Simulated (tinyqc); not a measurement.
Comparisons within one model: Fermi-Dirac statistics of conduction electrons. A value that a table varies takes the place of the one given here.

Non-parabolic band E (1 + alpha E) = c k^2/m: n = Nc (2/sqrt(pi)) integral_0^infinity sqrt(x (1 + a x)) (1 + 2 a x) dx/(1 + exp(x - eta)) with a = alpha kT and eta = (EF - Ec)/kT; a = 0 gives n = Nc F_1/2(eta).

Constants: hbar^2/2m0 = 3.80998211 eV angstrom^2; kB = 8.617333262e-05 eV/K.

Inputs chosen for the exercise (near those of InAs, lowest valleys alone; not measured data): m = 0.0259 m0 (density-of-states mass of the conduction band); T = 305 K; alpha = 2.7 1/eV (non-parabolicity); n = 4.4e+17 1/cm^3 (electron density).

## Parabolic against non-parabolic filling

N = 2 (m kB T/(4 pi c))^(3/2) with c = hbar^2/2m0, in 1/angstrom^3; times 1e24 for 1/cm^3. k_F = (3 pi^2 n)^(1/3) and the energy E0 that solves E (1 + alpha E) = c k_F^2/m give the limit of zero temperature.

EF - Ec (meV):
```
n (1/cm^3)  parabolic  non-parabolic  non-parabolic, 0 K
1.0e+16         -61.5          -68.3                 6.4
4.0e+16         -22.5          -30.1                15.8
2.0e+17          33.3           21.1                43.1
5.0e+17          81.3           59.7                73.9
2.0e+18         220.9          148.9               157.0
5.0e+18         410.3          241.1               247.0
```

Non-parabolicity lowers EF by 6.8 meV at the lowest density and by 169.2 meV at the highest, where alpha (EF - Ec) = 0.65. Temperature lowers EF below its 0 K value by 74.7 meV at the lowest density and by 5.9 meV at the highest. EF enters the band between 4e+16 and 2e+17 1/cm^3.

## What moves the Fermi level

N = 2 (m kB T/(4 pi c))^(3/2) with c = hbar^2/2m0, in 1/angstrom^3; times 1e24 for 1/cm^3. Each row changes one parameter from the base and keeps the others.

Results:
```
case                parabolic EF - Ec (meV)  non-parabolic EF - Ec (meV)
base                                  73.29                        53.58
m = 0.0285 m0                         64.89                        47.05
T = 355 K                             70.10                        48.06
n = 8.8e+17 1/cm^3                   124.55                        90.34
alpha = 4.05 1/eV                     73.29                        46.90
```

The largest shifts from the base row, up to three for each result and ties (the steps differ in size, so this ranks the rows, not the parameters). parabolic EF - Ec (meV): n +51.26, m -8.40, T -3.19; unchanged at the printed digits by alpha. non-parabolic EF - Ec (meV): n +36.76, alpha -6.68, m -6.53.

Program tinyqc; command `OMP_NUM_THREADS=1 python tinyqc.py 1680984 1680985 out.jsonl`; about 0.01 s on one thread of a shared Intel(R) Xeon(R) Processor @ 2.30GHz.
